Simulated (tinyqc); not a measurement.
# Ellipsometry and reflectance of a transparent film on an absorbing substrate: effects of single changes

Air (index 1), film, substrate with N2 = n2 - i k2; time factor exp(+i w t). q_j = sqrt(N_j^2 - sin^2 th), root with positive real part. Fresnel coefficients r_s = (q_a - q_b)/(q_a + q_b), r_p = (N_b^2 q_a - N_a^2 q_b)/(N_b^2 q_a + N_a^2 q_b). tan(Psi) exp(i Delta) = R_p/R_s, Delta taken from 0 to 360 degrees.

Parameters, values chosen for the exercise; indices close to those of silicon dioxide on silicon: wavelength lam = 632.8 nm; angle of incidence th = 75 degrees; index of the transparent film n1 = 1.465; film thickness d = 28 nm; index of the substrate n2 = 3.882; extinction coefficient of the substrate k2 = 0.019.

Each table varies one quantity; the others keep the values above.

## Psi and Delta against the film thickness

beta = 2 pi d q1/lam, X = exp(-2 i beta), R = (r01 + r12 X)/(1 + r01 r12 X) for p and s. The last column is the derivative of Delta.

Psi and Delta against the film thickness:
```
d (nm)  Psi (degrees)  Delta (degrees)    |R_p|^2  |R_s|^2  dDelta/dd (degrees/nm)
0              1.2155           172.94  3.4168e-4  0.75898                 -26.166
2              1.7309           132.97  6.9298e-4  0.75888                 -13.159
4              2.6273           115.05  0.0015974  0.75861                 -5.9951
6              3.6294           106.07  0.0030503  0.75816                 -3.3795
8              4.6649           100.58  0.0050440  0.75753                 -2.2413
10             5.7110           96.742  0.0075682  0.75673                 -1.6587
12             6.7574           93.788   0.010610  0.75574                 -1.3232
14             7.7987           91.368   0.014154  0.75457                 -1.1123
16             8.8316           89.294   0.018183  0.75322                -0.97041
```

Delta falls from 172.94 to 89.294 degrees while Psi moves from 1.215 to 8.832: Delta changes 11.0 times as much as Psi. With the slope of the first row an error of 0.01 degree in Delta means 3.8e-4 nm.

## Effect of the angle of incidence

Same model as above.

dDelta/dd is the derivative of Delta; period lam/(2 q1).

Result of one run:
```
th (degrees)  Psi (degrees)  Delta (degrees)  |R_p|^2  |R_s|^2  dDelta/dd (degrees/nm)  period (nm)
70                    16.05            117.6  0.05567   0.6731                  -1.388        281.5
```

What becomes of these results when the angle of incidence th is changed from 70 to 80 degrees, all else the same?

Result of the changed run:
```
th (degrees)  Psi (degrees)  Delta (degrees)  |R_p|^2  |R_s|^2  dDelta/dd (degrees/nm)  period (nm)
80                    20.00            41.72   0.1083   0.8178                  0.3300        291.7
```

The whole series:
```
th (degrees)  Psi (degrees)  Delta (degrees)  |R_p|^2  |R_s|^2  dDelta/dd (degrees/nm)  period (nm)
50                    31.78            164.3   0.1828   0.4761                 -0.5453        253.4
55                    28.43            159.0   0.1510   0.5155                 -0.7167        260.5
60                    24.53            151.4   0.1168   0.5610                 -0.9433        267.8
65                    20.17            139.3  0.08277   0.6133                  -1.227        274.9
70                    16.05            117.6  0.05567   0.6731                  -1.388        281.5
75                    14.74            80.23  0.05131   0.7410                 -0.6200        287.3
80                    20.00            41.72   0.1083   0.8178                  0.3300        291.7
85                    31.05            17.22   0.3277   0.9039                  0.3005        294.6
```

Psi goes from 31.8 through a minimum of 14.7 (at th = 75 among the rows listed) to 31.1 degrees and |R_p|^2 goes from 0.183 through a minimum of 0.0513 (at th = 75 among the rows listed) to 0.328. The slope of Delta is largest in size, 1.39 degrees/nm, at th = 70 among the rows. The bare substrate has its smallest |R_p| near arctan(n2) = 75.6 degrees.

tinyqc, about 0.3 s, one thread, Intel Xeon 2.30GHz (shared host): `OMP_NUM_THREADS=1 python tinyqc.py 2870167 2870168 out.jsonl`
